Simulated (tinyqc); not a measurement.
Liquidus of a compound AB in a simple-solution melt, liquid-phase epitaxy and vapour pressures: one step, computed by the program tinyqc.

x is the atom fraction of B in the melt. The melt is a simple solution: R T ln gamma_B = W (1 - x)^2, R T ln gamma_A = W x^2, W = a + b T. The solid AB is stoichiometric.

Problem. Layer thickness. Semi-infinite melt (Hsieh): step d = 2 dT sqrt(D t/pi)/(C_S m); ramp d = (4/3) c sqrt(D/pi) t^(3/2)/(C_S m); supercooling is their sum. A melt of depth w can give at most w (undercooling)/(C_S m).

Inputs (values chosen for the exercise, modelled on InAs for the melt):
```
quantity,value,unit
saturation temperature T,783,K
step dT,8.3,K
cooling rate c,0.33,K/min
growth time t,0.32,min
diffusivity in the melt D,2.4e-05,cm^2/s
melt depth w,6.4,mm
```

Growth programme: supercooling (step, then ramp).

C_S = 1.799170e+22 1/cm^3

slope m = 1.406049e-19 K cm^3

Give: thickness d; largest thickness from this melt; sqrt(D t)/w.

Solution.

thickness d = 0.80147 micrometre

largest thickness from this melt = 21.266 micrometre

sqrt(D t)/w = 0.033541

The layer uses 4 % of what the melt could give.
